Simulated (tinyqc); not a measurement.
Inside a calculation. Model: resistance of a tapered via with liner, size effect and interface.

Program tinyqc, `OMP_NUM_THREADS=1 python tinyqc.py 2750020 2750021 out.jsonl`; Intel Xeon 2.30GHz, shared host, one thread, about 0.01 s. Printed values are rounded.

A round via whose diameter grows from db at the bottom as D(z) = db + 2 z/tan(ang). The fill, of diameter D - 2 tl, starts above the bottom liner (thickness fb tl) and has rho = rho0 (1 + ks lam/(D - 2 tl)); the sidewall liner conducts in parallel with it. The bottom liner and the interface are crossed over the full area pi db^2/4. Spreading in the lines above and below is left out.

Inputs (values chosen for the exercise); fill metal close to ruthenium:

| symbol | value | unit | meaning |
|---|---|---|---|
| db | 39 | nm | diameter at the bottom |
| hv | 56 | nm | height |
| ang | 89 | degrees | sidewall angle |
| rho0 | 7.92 | uohm cm | bulk resistivity of the fill |
| lam | 6.68 | nm | mean free path of the fill |
| ks | 1.6 |  | size-effect factor |
| tl | 0.3 | nm | liner on the sidewall |
| fb | 1 |  | liner at the bottom over that on the sidewall |
| rl | 380 | uohm cm | resistivity of the liner |
| ri | 1.4e-12 | ohm cm^2 | interface resistivity at the bottom |
| Sb | 1.5e15 | S/m^2 | ballistic conductance per area, about 3/(4 rho0 lam) |

## Slices of the via

Slices between z0 = fb tl and hv, evaluated at their midpoints: conductance per length pi/4 [(D - 2 tl)^2/rho + (D^2 - (D - 2 tl)^2)/rl], slice resistance = slice height over that. 8 slices.

z, slice 0 to 7 (nm): [3.78125, 10.7438, 17.7063, 24.6687, 31.6313, 38.5938, 45.5562, 52.5187]
D, slice 0 to 7 (nm): [39.1320, 39.3751, 39.6181, 39.8612, 40.1043, 40.3473, 40.5904, 40.8334]
rho, slice 0 to 7 (uohm cm): [10.1168, 10.1031, 10.0895, 10.0760, 10.0628, 10.0497, 10.0367, 10.0239]
slice resistance, slice 0 to 7 (ohm): [0.603552, 0.595201, 0.587021, 0.579007, 0.571155, 0.563459, 0.555917, 0.548524]

## Total resistance

R_fill = sum of the slices; R_bottom = rl fb tl/(pi db^2/4); R_interface = ri/(pi db^2/4); ballistic (Sharvin) limit 1/(Sb pi (db - 2 tl)^2/4); ideal cylinder rho0 hv/(pi db^2/4).

parts (ohm): fill 4.60384, bottom liner 0.954302, interface 0.117195
R = 5.67533 ohm
shares (%): fill 81.1201, bottom liner 16.8149, interface 2.0650
ballistic limit = 0.575647 ohm
ideal cylinder = 3.71274 ohm

The fill is the largest part, and R is 1.53 times the ideal cylinder. With 2000 slices R = 5.6754 ohm.
